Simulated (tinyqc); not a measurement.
Composition and strain of an epitaxial Si(1-x)Ge(x) layer from Raman and X-ray peaks: one step, computed by the program tinyqc. Command: `OMP_NUM_THREADS=1 python tinyqc.py 3029313 3029314 out.jsonl epiraman walk`. One thread of a shared host (Intel(R) Xeon(R) Processor @ 2.30GHz), about 0.01 s of CPU time with the checks.

A (001) layer, biaxially strained in the plane. The Raman peaks follow empirical lines omega = w0 + c1 x + c3 x^3 + b eps (c3 for Si-Ge alone), with eps the in-plane strain.

Problem. Lattice constants and strain. Relaxed lattice constant a(x) = a_Si + (a_Ge - a_Si) x - B x (1 - x). In-plane constant a_par = a_sub + R (a(x) - a_sub); eps = a_par/a(x) - 1; eps_perp = -(2 C12/C11) eps with 2 C12/C11 linear in x; a_perp = a(x) (1 + eps_perp).

Inputs (values chosen for the exercise, modelled on silicon-germanium):
```
quantity                value      unit
Ge fraction x            0.77         -
degree of relaxation R   0.27         -
lattice constant of Si  5.431  angstrom
lattice constant of Ge  5.658  angstrom
bowing B                0.029  angstrom
2 C12/C11 of Si         0.775         -
2 C12/C11 of Ge         0.759         -
```

Substrate: silicon.

Give: relaxed constant a(x); substrate constant a_sub; a_par; in-plane strain eps; strain along the normal; a_perp.

Solution.

relaxed constant a(x) = 5.601 angstrom

substrate constant a_sub = 5.431 angstrom

a_par = 5.477 angstrom

in-plane strain eps = -22.11 per mille

strain along the normal = 16.87 per mille

a_perp = 5.695 angstrom

The layer is under compression in the plane and is stretched along the normal. Caution: strains above 2 % survive only in layers a few nanometres thick, and the linear relations lose accuracy.
